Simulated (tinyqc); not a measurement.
Threshold-voltage variability of a planar MOSFET, analytic estimates: effect of the gate length.

Three independent sources add in quadrature: random dopants in the depleted layer, metal-gate grains of two orientations, and roughness of the two gate edges acting through the roll-off VT = VT(long) - Vr exp(-L/l). These are first-order estimates: no three-dimensional electrostatics, no percolation.

ni = sqrt(Nc Nv) exp(-Eg/(2 Vt)), Eg in volts; Cox = 3.9 eps0/ti; Wd = sqrt(4 eps0 eps_r Vt ln(Na/ni)/(q Na)); dopants: s1 = (q/Cox) sqrt(Na Wd/(3 L W)). Grains: Ng = L W/G^2 (at least 1), s2 = dW sqrt(p (1 - p)/Ng). Edges, with exponential correlation and u = W/La: the mean gate length has sL^2 = 2 De^2 (2/u)[1 - (1 - exp(-u))/u]; s3 = sL (Vr/l) exp(-L/l). s = sqrt(s1^2 + s2^2 + s3^2). l and Vr are held fixed.

Inputs (values chosen for the exercise); material values close to those of silicon:
```
symbol    value   unit                                                 meaning
T           400      K                                             temperature
Eg         1.11     eV                                                band gap
eps_r      11.6                     relative permittivity of the semiconductor
Nc      4.39e19  cm^-3                  conduction-band density of states at T
Nv      4.08e19  cm^-3                     valence-band density of states at T
Na       8.7e17  cm^-3                                          channel doping
ti            2     nm                 oxide-equivalent thickness in inversion
W           170     nm                                              gate width
G             4     nm                                        metal grain size
dW          0.2     eV  work-function difference of the two grain orientations
p           0.5               share of the orientation of higher work function
De            1     nm                          rms roughness of one gate edge
La           10     nm                     correlation length of the roughness
l           7.6     nm                  decay length of the threshold roll-off
Vr          2.3      V                               prefactor of the roll-off
```

Constants: q = 1.602176634e-19 C, kB = 1.380649e-23 J/K, Vt = kB T/q, eps0 = 8.8541878128e-14 F/cm where lengths are in cm. Results are converted to the units shown.

Results:

| L (nm) | s1 (mV) | s2 (mV) | s3 (mV) | s (mV) | s sqrt(L W) (mV um) |
|---|---|---|---|---|---|
| 27 | 13.844 | 5.9041 | 4.0801 | 15.594 | 1.0565 |
| 33 | 12.523 | 5.3405 | 1.8527 | 13.739 | 1.0291 |
| 39 | 11.519 | 4.9125 | 0.84128 | 12.551 | 1.0220 |
| 47 | 10.493 | 4.4749 | 0.29362 | 11.411 | 1.0200 |
| 68 | 8.7237 | 3.7203 | 0.018525 | 9.4839 | 1.0197 |
| 82 | 7.9442 | 3.3879 | 0.0029359 | 8.6364 | 1.0197 |
| 99 | 7.2300 | 3.0833 | 3.1354e-4 | 7.8600 | 1.0197 |

Estimate the missing row, L = 57 nm.

Computed row:

| L (nm) | s1 (mV) | s2 (mV) | s3 (mV) | s (mV) | s sqrt(L W) (mV um) |
|---|---|---|---|---|---|
| 57 | 9.5284 | 4.0635 | 0.078767 | 10.359 | 1.0197 |

With this row back in the table: As L goes from 27 to 99 nm, s falls from 15.6 to 7.86 mV. The dopants are the largest source in the first and the last row. The product s sqrt(L W) falls from 1.06 to 1.02 mV um: s1 and s2 go as 1/sqrt(L W), so the change comes from s3 alone. For L = 27 to 33 nm the depletion depth exceeds L, so source and drain share much of the charge and s1 is rough.

Computed by the program tinyqc: `OMP_NUM_THREADS=1 python tinyqc.py 2090039 2090040 out.jsonl`, one thread of a shared Intel Xeon 2.30GHz, about 0.01 s for the whole run.
